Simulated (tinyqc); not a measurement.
## Avrami exponent and activation energy from three anneals

Problem. Isothermal crystallisation follows X = 1 - exp(-(k t)^n) with k proportional to exp(-Ec q/(kB T)). Find n, k at both temperatures and Ec.

Constants: q = 1.602176634e-19 C, kB = 1.380649e-23 J/K. Results are converted to the units shown.

X at (412 K, 550 s), (412 K, 1100 s) and (432 K, 40 s): 0.30192636  0.76253207  0.48045892

Solution. -ln(1 - X) = (k t)^n: the two times give n, and the two rates give Ec.

n = 2.00
k at 412 K = 0.00109 1/s
k at 432 K = 0.0202 1/s
Ec = 2.24 eV

Computed by the program tinyqc: `OMP_NUM_THREADS=1 python tinyqc.py 2490063 2490064 out.jsonl`, one thread of a shared Intel Xeon 2.30GHz, about 0.02 s for the whole run.
